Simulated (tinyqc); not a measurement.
Worked calculation: plane-wave Kohn-Sham cycle with exchange-only LDA in a layered model solid. One step of it, computed by the program tinyqc.

Problem. Iteration 2: potential. V_H(G) = 4 pi rho(G)/G^2 for G != 0 (uniform background); v_x = -(3 rho/pi)^(1/3); V = V_ext + V_H + v_x; Fourier components f(G_m) = (1/N) sum_j f(x_j) exp(-i G_m x_j).

A solid whose potential varies along x alone (atomic units):

| parameter | value |
|---|---|
| period a | 16.900000 |
| cross-section of the cell | 8.000000 |
| electrons per cell | 4 |
| grid points | 16 |
| plane waves -n..n, n | 2 |
| k points | 4 |
| V1 in V1 cos(2 pi x/a) | -0.240000 |
| V2 in V2 cos(4 pi x/a) | -0.220000 |

density after iteration 1 (e/bohr^3): 0.06456124  0.06572278  0.06165669  0.04398417  0.02065588  0.00604578  0.00244649  0.00259047  0.00260702  0.00259047  0.00244649  0.00604578  0.02065588  0.04398417  0.06165669  0.06572278

Give: Potentials on the grid; V(G_m), m = 0, 1, 2, ....

Solution.

Potentials on the grid (hartree):

| x | V_ext | V_H | v_x | V |
|---|---|---|---|---|
| 0.0000 | -0.4600 | 3.3892 | -0.3950 | 2.5341 |
| 1.0562 | -0.3773 | 3.1420 | -0.3974 | 2.3673 |
| 2.1125 | -0.1697 | 2.3943 | -0.3890 | 1.8356 |
| 3.1688 | 0.0637 | 1.2141 | -0.3476 | 0.9302 |
| 4.2250 | 0.2200 | -0.1609 | -0.2702 | -0.2111 |
| 5.2812 | 0.2474 | -1.4219 | -0.1794 | -1.3539 |
| 6.3375 | 0.1697 | -2.3663 | -0.1327 | -2.3293 |
| 7.3937 | 0.0662 | -2.9343 | -0.1352 | -3.0033 |
| 8.4500 | 0.0200 | -3.1233 | -0.1355 | -3.2389 |
| 9.5062 | 0.0662 | -2.9343 | -0.1352 | -3.0033 |
| 10.5625 | 0.1697 | -2.3663 | -0.1327 | -2.3293 |
| 11.6188 | 0.2474 | -1.4219 | -0.1794 | -1.3539 |
| 12.6750 | 0.2200 | -0.1609 | -0.2702 | -0.2111 |
| 13.7312 | 0.0637 | 1.2141 | -0.3476 | 0.9302 |
| 14.7875 | -0.1697 | 2.3943 | -0.3890 | 1.8356 |
| 15.8438 | -0.3773 | 3.1420 | -0.3974 | 2.3673 |

V(G_m), m = 0, 1, 2, ... (hartree): -0.2646  1.4584  -0.0364  -0.0142  -0.0087
